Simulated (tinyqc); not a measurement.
From results back to parameters: deformation-potential model of the Delta valleys of a conduction band. Three cases, with inputs chosen for the exercise.

Problem. An ellipsoidal valley with ml > mt has the density-of-states mass m_d = (ml mt^2)^(1/3) and, averaged over equivalent valleys, the conductivity mass m_c = 3/(1/ml + 2/mt).

Case 1.

m_d = 0.3182072 m0
m_c = 0.2566152 m0

Case 2.

m_d = 0.3244249 m0
m_c = 0.2599748 m0

Case 3.

m_d = 0.3172010 m0
m_c = 0.2554122 m0

Find: K = ml/mt; mt; ml.

Solution. With K = ml/mt, m_d/m_c = K^(1/3) (2 + 1/K)/3, which rises steadily for K > 1 and so fixes K; then mt = m_d K^(-1/3) and ml = K mt.

Case 1.

K = ml/mt = 4.772
mt = 0.189 m0
ml = 0.902 m0

Case 2.

K = ml/mt = 4.901
mt = 0.191 m0
ml = 0.936 m0

Case 3.

K = ml/mt = 4.803
mt = 0.188 m0
ml = 0.903 m0

Computed by tinyqc, one run a case: `OMP_NUM_THREADS=1 python tinyqc.py N N+1 out.jsonl` with N = 1050508, 1050581, 1050588; one thread of a shared Intel(R) Xeon(R) Processor @ 2.30GHz, about 0.03 s a run at most.
